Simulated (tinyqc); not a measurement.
Resistance of a tapered via with liner, size effect and interface: one step of the calculation.

A round via whose diameter grows from db at the bottom as D(z) = db + 2 z/tan(ang). The fill, of diameter D - 2 tl, starts above the bottom liner (thickness fb tl) and has rho = rho0 (1 + ks lam/(D - 2 tl)); the sidewall liner conducts in parallel with it. The bottom liner and the interface are crossed over the full area pi db^2/4. Spreading in the lines above and below is left out.

Question. Slices of the via. Slices between z0 = fb tl and hv, evaluated at their midpoints: conductance per length pi/4 [(D - 2 tl)^2/rho + (D^2 - (D - 2 tl)^2)/rl], slice resistance = slice height over that. 9 slices.

Parameters, values chosen for the exercise; fill metal close to ruthenium: diameter at the bottom db = 15 nm; height hv = 51 nm; sidewall angle ang = 86 degrees; bulk resistivity of the fill rho0 = 7.81 uohm cm; mean free path of the fill lam = 6.64 nm; size-effect factor ks = 0.9; liner on the sidewall tl = 0.1 nm; liner at the bottom over that on the sidewall fb = 0.7; resistivity of the liner rl = 340 uohm cm.

Give: z; D; rho; slice resistance.

Answer.

| slice | z (nm) | D (nm) | rho (uohm cm) | slice resistance (ohm) |
|---|---|---|---|---|
| 0 | 2.8994 | 15.405 | 10.879 | 3.3875 |
| 1 | 8.5583 | 16.197 | 10.728 | 3.0181 |
| 2 | 14.217 | 16.988 | 10.590 | 2.7052 |
| 3 | 19.876 | 17.780 | 10.465 | 2.4381 |
| 4 | 25.535 | 18.571 | 10.351 | 2.2082 |
| 5 | 31.194 | 19.363 | 10.246 | 2.0091 |
| 6 | 36.853 | 20.154 | 10.149 | 1.8355 |
| 7 | 42.512 | 20.945 | 10.060 | 1.6832 |
| 8 | 48.171 | 21.737 | 9.9771 | 1.5490 |

Computed by the program tinyqc: `OMP_NUM_THREADS=1 python tinyqc.py 2750124 2750125 out.jsonl`, one thread of a shared Intel Xeon 2.30GHz, about 0.01 s for the whole run.
